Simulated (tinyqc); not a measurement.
Critical temperature from a phonon spectrum: McMillan, Allen-Dynes and the linearised Eliashberg equation: one step, computed by the program tinyqc.

alpha^2 F(omega) = sum_i (lambda_i omega_i/2) delta(omega - omega_i), so that lambda = 2 int alpha^2 F/omega d omega = sum_i lambda_i.

Question. Isotope exponent. T_c ~ M^(-a). All omega_i scale as M^(-1/2) at fixed lambda, but mu* = mu/(1 + mu ln(E_F/omega)) changes: d mu*/d ln omega = mu*^2. In the McMillan form a = (1/2) [1 - 1.04 (1 + lambda)(1 + 0.62 lambda) mu*^2/(lambda - mu* (1 + 0.62 lambda))^2].

Inputs (values chosen for the exercise, for a model metal): Coulomb pseudopotential mu* = 0.12.

Peaks in alpha^2 F: two.

lambda = 1.973

Give: isotope exponent a.

Answer.

isotope exponent a = 0.4830

The exponent is close to the BCS value 1/2.
